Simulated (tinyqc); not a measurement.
## Metal-interlayer-semiconductor contact, depinning against tunnelling resistance: contact resistivity against the temperature

Zero bias, n-type semiconductor. Gap states at the semiconductor surface thin out as exp(-be ti), which unpins the barrier; electrons must then cross the interlayer (a rectangular barrier, no voltage drop across it) and the parabolic depleted layer, both by WKB. Energies E are counted from the Fermi level; no image force, parabolic bands.

Nc is given at 300 K and scales as (T/300 K)^1.5. S = 1/(1 + (1/S0 - 1) exp(-be ti)); phiB = S (phiM - chi) + (1 - S)(Eg - E0); xi = Ec - EF deep inside, from Nd = Nc F(-xi/Vt), F(x) = (2/sqrt(pi)) int_0^infinity sqrt(u) du/(1 + exp(u - x)); band bending U = phiB - xi; E00 = (hbar/2) sqrt(Nd/(eps0 eps_r mt m0)) in volts; A = 4 pi q mA m0 kB^2/h^3. With U = phiB - xi: for xi < E < phiB, y = (E - xi)/U and G1 = (U/E00) [sqrt(1 - y) - y ln((1 + sqrt(1 - y))/sqrt(y))], G1 = 0 above phiB; G2 = 2 ti sqrt(mi max(phiB + dE - E, 0)/C), C = hbar^2/(2 m0); f = 1/(1 + exp(E/Vt)); 1/rho_c = (A T^2/Vt^2) times the integral of exp(-G1 - G2) f over E from xi upwards. Shares under 0.001 % are printed as 0; rows without band bending are left out.

Values chosen for this exercise; semiconductor values close to those of gallium arsenide; interlayer mass of the order of that in silicon nitride, offset chosen freely:
- Eg = 1.39 eV (band gap)
- eps_r = 13 (relative permittivity)
- chi = 3.95 eV (electron affinity)
- Nc = 4.4e17 cm^-3 (conduction-band density of states at the reference temperature)
- mt = 0.0687 m0 (tunnelling mass in the semiconductor)
- mA = 0.0649 m0 (Richardson mass)
- Nd = 5.8e17 cm^-3 (donor density)
- E0 = 0.52 eV (charge-neutrality level above the valence band)
- S0 = 0.1 (pinning factor without interlayer)
- phiM = 4.08 eV (metal work function)
- ti = 0.5 nm (interlayer thickness)
- dE = 2.05 eV (conduction-band offset of the interlayer above the semiconductor)
- mi = 0.46 m0 (tunnelling mass in the interlayer)
- be = 2.7 1/nm (decay constant of gap states through the interlayer)

Constants: q = 1.602176634e-19 C, kB = 1.380649e-23 J/K, eps0 = 8.8541878128e-12 F/m, hbar = 1.054571817e-34 J s, h = 6.62607015e-34 J s, m0 = 9.1093837015e-31 kg, Vt = kB T/q, hbar^2/(2 m0) = 0.0380998212 eV nm^2. Results are converted to the units shown.

The same in every row: S = 0.300; phiB (eV) = 0.648.

Result of one run:
```
E00/Vt  rho_c (ohm cm^2)  rho_c with G2 = 0 (ohm cm^2)  peak of the integrand (eV)  share above phiB (%)
1.16              1.59e9                        6.58e6                       0.196                     0
```

Which temperature T gave this result: 150, 250, 300, 350 or 500 K?

T = 150 K.

The whole series:
```
T (K)  E00/Vt  rho_c (ohm cm^2)  rho_c with G2 = 0 (ohm cm^2)  peak of the integrand (eV)  share above phiB (%)
150      1.16            1.59e9                        6.58e6                       0.196                     0
200     0.868            1.02e7                        4.84e4                       0.324               0.00613
250     0.695            1.44e5                           752                       0.414                 0.200
300     0.579            4.84e3                          27.0                       0.475                  1.22
350     0.496               330                          1.92                       0.517                  3.50
400     0.434              38.4                         0.232                       0.547                  6.87
450     0.386              6.68                        0.0413                       0.568                  10.9
500     0.347              1.57                       0.00991                       0.584                  15.3
```

As T goes from 150 to 500, phiB stays at 0.648 eV and rho_c falls from 1.59e9 to 1.57 ohm cm^2. The apparent activation energy is 0.520 eV between the last two rows (from rho_c T against 1/T), against phiB = 0.648 eV for pure thermionic emission. The ratio of rho_c to its value with G2 = 0 runs from 242 to 159.

Numbers from tinyqc (`OMP_NUM_THREADS=1 python tinyqc.py 2270119 2270120 out.jsonl`; about 0.03 s on one thread of a shared Intel Xeon 2.30GHz).
